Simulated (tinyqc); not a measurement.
## Inductance and parasitic capacitance from two readings

Question. A loss-free coil L in parallel with C shows the apparent inductance L/(1 - w^2 L C), w = 2 pi f. Find L, C and the self-resonance 1/(2 pi sqrt(L C)).

apparent inductance at 4.5 and 7.5 GHz (nH): [1.5027394, 2.7248363]

Solution. The inverse of the reading is 1/L - w^2 C, a straight line in w^2.

L = 1.20 nH
C = 210 fF
self-resonance = 10.0 GHz

tinyqc, about 0.01 s, one thread, Intel Xeon 2.30GHz (shared host): `OMP_NUM_THREADS=1 python tinyqc.py 2302192 2302193 out.jsonl`
